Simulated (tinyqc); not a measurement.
Out-diffusion of a doped substrate or buried layer into a growing epitaxial film: one step, computed by the program tinyqc.

x is counted from the original substrate surface into the film, whose surface moves as x = v t. Substrate dopant has one diffusivity; the dopant of the film is taken as uniform.

Question. Transition width. After growth and the later budget: l2 = 2 sqrt(D t + (Dt)2); C(x) = (C_s/2) erfc(x/l2) + share x C_s exp(-x/decay length) for x > 0 (autodoping taken as unchanged by the later budget). The transition x_t solves C(x) = C_e, the metallurgical junction. Usable film = d - x_t. Also give x_t for the erfc term alone, after growth and after the later budget.

Inputs (values chosen for the exercise, modelled on phosphorus in silicon):
```
quantity                                            value    unit
substrate concentration C_s                       7.2e+18  1/cm^3
film doping C_e                                   4.1e+15  1/cm^3
film thickness d                                      6.7      um
growth temperature T                                 1000       C
autodoping level at the start, as a share of C_s   0.0001       -
decay length of autodoping                           0.67      um
later thermal budget (Dt)2                        7.6e-11    cm^2
```

Film doping: opposite type.

length l = 0.1333456 um

Give: length l2; x_t after growth, erfc alone; x_t after the later budget, erfc alone; x_t with autodoping; usable film.

Answer.

length l2 = 0.21950 um

x_t after growth, erfc alone = 0.30680 um

x_t after the later budget, erfc alone = 0.50502 um

x_t with autodoping = 0.50879 um

usable film = 6.1912 um

Solid-state diffusion sets the transition. The later budget is 1.7 times that of the growth. Caution: the substrate doping is comparable to or above the intrinsic density at growth temperature, so the diffusivity may be higher on that side.
